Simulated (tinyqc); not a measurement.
# Worked calculation: threshold-voltage variability of a planar MOSFET, analytic estimates

Program tinyqc, `OMP_NUM_THREADS=1 python tinyqc.py 2090008 2090009 out.jsonl`; Intel Xeon 2.30GHz, shared host, one thread, about 0.01 s. Printed values are rounded.

Three independent sources add in quadrature: random dopants in the depleted layer, metal-gate grains of two orientations, and roughness of the two gate edges acting through the roll-off VT = VT(long) - Vr exp(-L/l). These are first-order estimates: no three-dimensional electrostatics, no percolation.

Values chosen for this exercise; material values close to those of silicon:

| symbol | value | unit | meaning |
|---|---|---|---|
| T | 300 | K | temperature |
| Eg | 1.12 | eV | band gap |
| eps_r | 11.7 |  | relative permittivity of the semiconductor |
| Nc | 2.78e19 | cm^-3 | conduction-band density of states at T |
| Nv | 2.6e19 | cm^-3 | valence-band density of states at T |
| Na | 3.3e17 | cm^-3 | channel doping |
| ti | 2.1 | nm | oxide-equivalent thickness in inversion |
| L | 20 | nm | gate length |
| W | 73 | nm | gate width |
| G | 10 | nm | metal grain size |
| dW | 0.2 | eV | work-function difference of the two grain orientations |
| p | 0.5 |  | share of the orientation of higher work function |
| De | 1.2 | nm | rms roughness of one gate edge |
| La | 15 | nm | correlation length of the roughness |
| l | 3.4 | nm | decay length of the threshold roll-off |
| Vr | 2.6 | V | prefactor of the roll-off |
| n | 1.44 |  | subthreshold factor |
| gI | 20 | 1/V | gm/I of a matched pair |
| sb | 0.6 | % | spread of the gain factor of one device |
| Nb | 1048576 |  | number of cells |
| Y | 0.99 |  | wanted yield |

Constants: q = 1.602176634e-19 C, kB = 1.380649e-23 J/K, Vt = kB T/q, eps0 = 8.8541878128e-14 F/cm where lengths are in cm. Results are converted to the units shown.

Range of the model: The depletion depth exceeds L, so source and drain share much of the charge and the dopant estimate is rough. gI s exceeds 0.2, so the linear formula for the current mismatch is only a rough guide.

## Random dopants

ni = sqrt(Nc Nv) exp(-Eg/(2 Vt)), Eg in volts; Cox = 3.9 eps0/ti; Wd = sqrt(4 eps0 eps_r Vt ln(Na/ni)/(q Na)); dopants: s1 = (q/Cox) sqrt(Na Wd/(3 L W)). The slope A1 = s1 sqrt(L W); mean number of dopants Na L W Wd.

Cox = 1.644349 uF/cm^2
Wd = 59.13872 nm
mean number of dopants = 28.49304
A1 = 0.7858663 mV um
s1 = 20.56706 mV

Counting alone, 1/sqrt(N) of the depletion voltage q Na Wd/Cox = 190 mV, would give sqrt(3) times more: dopants deep in the layer act less on the surface.

## Metal grains and edge roughness

Grains: Ng = L W/G^2 (at least 1), s2 = dW sqrt(p (1 - p)/Ng). Edges, with exponential correlation and u = W/La: the mean gate length has sL^2 = 2 De^2 (2/u)[1 - (1 - exp(-u))/u]; s3 = sL (Vr/l) exp(-L/l).

Ng = 14.6
s2 = 26.17120 mV
sL = 0.9706886 nm
dVT/dL = 2.132166 mV/nm
s3 = 2.069669 mV

## Total spread, mismatch and leakage

s = sqrt(s1^2 + s2^2 + s3^2). For a pair: s(dVT) = sqrt(2) s; current mismatch sqrt(2) sqrt((gI s)^2 + sb^2); input offset = current mismatch/gI. For a Gaussian VT the off current is log-normal with mean/median = exp(s^2/(2 (n Vt)^2)).

s = 33.34995 mV
s(dVT) = 47.16395 mV
current mismatch = 94.33171 %
input offset = 47.16586 mV
mean/median of Ioff = 1.493735

The grains give 61.6 % of the variance; without them s would be 20.7 mV. A current mismatch this large is beyond the linear estimate.

## Iteration 1: margin in standard deviations for the wanted yield

k at the start = 3

Cells fail independently with probability Q(k) = erfc(k/sqrt(2))/2 when the margin is k standard deviations, and Y = exp(-Nb Q(k)). phi = exp(-k^2/2)/sqrt(2 pi). Newton steps on ln Q(k) = ln(-ln(Y)/Nb): k(new) = k + [ln Q - ln(-ln(Y)/Nb)] Q/phi.

Q(k) = 0.001349898
phi = 0.004431848
k after iteration 1 = 6.611030

## Iteration 2: margin in standard deviations for the wanted yield

As before.

Q(k) = 1.908280e-11
phi = 1.289244e-10
k after iteration 2 = 5.690501

## Course of the iteration: margin in standard deviations for the wanted yield

Stop when k changes by less than 1e-9, or after 30 iterations.

Course of the iteration:

| iteration | k | \|change\| |
|---|---|---|
| 1 | 6.611030 | 3.61 |
| 2 | 5.690501 | 0.921 |
| 3 | 5.619755 | 0.0707 |
| 4 | 5.619334 | 4.21e-4 |
| 5 | 5.619334 | 1.49e-8 |
| 6 | 5.619334 | < 1e-12 |

Converged in 6 iterations. At the end the number of correct digits about doubles with each step. With s(dVT) = 47.2 mV, 5.62 standard deviations are 265 mV.
